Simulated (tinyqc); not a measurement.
Precursor delivery and alloy composition in metal-organic vapour-phase epitaxy: one step, computed by the program tinyqc.

Carrier gas leaves each bubbler saturated. Group-III species cross a boundary layer and react at the surface; element 2 can also desorb. The film is (1)_(1-x) (2)_x V with a zinc-blende cell.

Task: Transport to the surface. Partial pressure p_i = p F_i/(44615 x total flow in slm); density n_i = p_i/(k_B T), 1 torr = 133.322 Pa; D = D0 (T/273.15)^1.75 (760/p), h = D/delta, the same for both; k_s = prefactor x exp(-energy/(k_B T)); arrival J_i = n_i/(1/h + 1/k_s); in layers per second g_i = J_i a^2/2 (two group-III sites per a^2 on (001)). Temperatures in kelvin are T(C) + 273.15.

Inputs (values chosen for the exercise, close to those used for InGaP from TEGa and TMIn):
```
quantity                                   value      unit
source 1: bath temperature                    19         C
source 2: bath temperature                    19         C
total flow                                   5.3       slm
reactor pressure p                           200      torr
diffusivity D0 at 273.15 K and 760 torr     0.31    cm^2/s
boundary layer delta                         1.3        cm
prefactor of the surface rate k_s        1.7e+13      cm/s
energy of k_s                               1.97        eV
lattice constant a                          5.65  angstrom
growth temperature T                         650         C
```

molar flows (micromol/min): F1 3.645054, F2 4.996375

Constants: k_B = 1.380649e-23 J/K; k_B = 8.617333262e-05 eV/K.

Give: densities; h; k_s; arrival rates.

Result:

densities (1/cm^3): n1 3.2250e+13, n2 4.4205e+13

h = 7.6335 cm/s

k_s = 298.93 cm/s

arrival rates (layers/s): g1 0.38315, g2 0.52519

Growth is transport-limited.
